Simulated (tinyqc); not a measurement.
## Small-signal admittance of a forward-biased p+-n diode: admittance against frequency

Holes injected into a neutral base of width wb with an ohmic contact at its end; low injection, p0 far above the equilibrium density. A small voltage v exp(i w t), w = 2 pi f, modulates the edge density by p0 v/Vt, and the small-signal density obeys Dp d2p/dx2 = (1/tau + i w) p.

L = sqrt(Dp tau); direct current J = (q Dp p0/L) coth(wb/L); k = sqrt(1 + i w tau)/L; diffusion admittance Y = (q Dp p0/Vt) k coth(k wb) = G + i w C_diff; junction capacitance C_j = sqrt(q eps0 eps_r Nd/(2 Vr)) in the depletion approximation, with the remaining barrier Vr = Vt ln(Na/p0), a rough value under forward bias; base-width modulation is left out. Measured admittance 1/[Rs + 1/(Y + i w C_j)].

Parameters, values chosen for the exercise; permittivity close to that of germanium:
- T = 300 K (temperature)
- eps_r = 16 (relative permittivity)
- Nd = 1.4e16 cm^-3 (donor density of the base)
- Dp = 33 cm^2/s (hole diffusion coefficient)
- tau = 1e-7 s (hole lifetime)
- wb = 13 um (width of the neutral base)
- p0 = 4.6e14 cm^-3 (excess hole density at the junction edge)
- Na = 4e19 cm^-3 (acceptor density of the p+ side)
- Rs = 0.00043 ohm cm^2 (series resistance)

Constants: q = 1.602176634e-19 C, kB = 1.380649e-23 J/K, Vt = kB T/q, eps0 = 8.8541878128e-14 F/cm where lengths are in cm. Results are converted to the units shown.

The same in every row: C_j (uF/cm^2) = 0.073511.

Admittance against frequency:
```
f (Hz)	w tau	G (S/cm^2)	C_diff (uF/cm^2)	measured G (S/cm^2)	measured C (uF/cm^2)	phase of the measured Y (degrees)
20000	0.012566	84.319	1.1568	81.369	1.1457	0.10138
90000	0.056549	84.320	1.1568	81.370	1.1457	0.45619
4e5	0.25133	84.342	1.1567	81.394	1.1456	2.0259
1e6	0.62832	84.463	1.1561	81.526	1.1449	5.0427
6e6	3.7699	89.359	1.1336	86.848	1.1191	25.909
3e7	18.850	158.67	0.83079	158.74	0.78876	43.125
1e8	62.832	292.75	0.45801	293.08	0.41259	41.494
4e8	251.33	581.70	0.23053	585.52	0.18198	37.994
2e9	1256.6	1298.7	0.10326	1240.8	0.052909	28.184
```

G starts at J/Vt = 84.3 S/cm^2 and C_diff at (J tau/(2 Vt))(1 - 2 x/sinh 2x) = 1.16 uF/cm^2, x = wb/L = 0.716. Between the last two rows G goes as f^(0.50) and C_diff as f^(-0.50); the limits are 1/2 and -1/2, reached when the signal penetrates only sqrt(Dp/w). The measured C is 6.9 % below C_diff + C_j in the first row and 70 % below it in the last, the difference being due to Rs.

Program tinyqc, `OMP_NUM_THREADS=1 python tinyqc.py 2890231 2890232 out.jsonl`; Intel Xeon 2.30GHz, shared host, one thread, about 0.01 s.
